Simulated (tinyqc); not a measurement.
Piezoresistors in the (001) plane of a cubic crystal: one step of the calculation.

Plane stress in crystal axes x = [100], y = [010]. First-order piezoresistance: d rho_xx/rho = p11 sxx + p12 syy, d rho_yy/rho = p12 sxx + p11 syy, d rho_xy/rho = p44 sxy; a resistor along d = (cos th, sin th) changes by dR/R = d.(d rho/rho).d. Changes of geometry and second-order terms are left out.

Problem. Longitudinal and transverse coefficients. For uniaxial stress along or across the current: pL = p11 - (A/2) sin^2(2 th), pT = p12 + (A/2) sin^2(2 th), A = p11 - p12 - p44. Gauge factor along [110]: E (p11 + p12 + p44)/2.

Inputs (values chosen for the exercise); coefficients close to those of lightly doped n-type silicon:

| symbol | value | unit | meaning |
|---|---|---|---|
| p11 | -107 | x 1e-11/Pa | piezoresistive coefficient |
| p12 | 56.4 | x 1e-11/Pa | piezoresistive coefficient |
| p44 | -14 | x 1e-11/Pa | piezoresistive coefficient |
| th | 45 | deg | angle of the current from [100] |
| E | 164 | GPa | Young's modulus along [110] |

Give: A; pL; pT; gauge factor.

Solution.

A = -149.4 x 1e-11/Pa
pL = -32.30 x 1e-11/Pa
pT = -18.30 x 1e-11/Pa
gauge factor = -52.97

tinyqc, about 0.01 s, one thread, Intel Xeon 2.30GHz (shared host): `OMP_NUM_THREADS=1 python tinyqc.py 2530120 2530121 out.jsonl`
